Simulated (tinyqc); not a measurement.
What moves the moment: Stoner model of a band ferromagnet.

Density of states per atom and spin: flat with a rise to the top, D(e) = (M/W) [1 - sp + 4 sp (e/W + 1/2)^3]. Levels e -/+ I m/2 for up and down spin, m = n_up - n_down, n_up + n_down = nd. At zero temperature e(N) is the energy below which N states lie, and E(m) = sum over spins of integral e D de - I m^2/4.

Inputs chosen for the exercise: W = 3.9 eV (band width, e from -W/2 to W/2); M = 5 (states per atom and spin); nd = 8.96 (electrons per atom); sp = 0.54 (shape parameter); I = 0.4 eV (Stoner parameter).

Lowest state for each case.

Results for these values:
```
case  I D(EF)  m (muB)  E - E(0) (meV)
base    1.210    1.040           -18.6
```

What happens to each result for nd = 8.66, all else kept?

Answer: I D(EF) falls from 1.210 to 1.172; m rises from 1.040 to 1.340; E - E(0) falls from -18.6 to -25.7.

The same for each parameter in turn:
```
case          I D(EF)  m (muB)  E - E(0) (meV)
base            1.210    1.040           -18.6
W = 3.588 eV    1.316    1.040           -25.8
I = 0.432 eV    1.307    1.040           -27.3
nd = 8.66       1.172    1.340           -25.7
sp = 0.64       1.356    1.040           -28.2
```

tinyqc: `OMP_NUM_THREADS=1 python tinyqc.py 1682584 1682585 out.jsonl`; about 0.3 s, one thread, shared Intel(R) Xeon(R) Processor @ 2.30GHz.
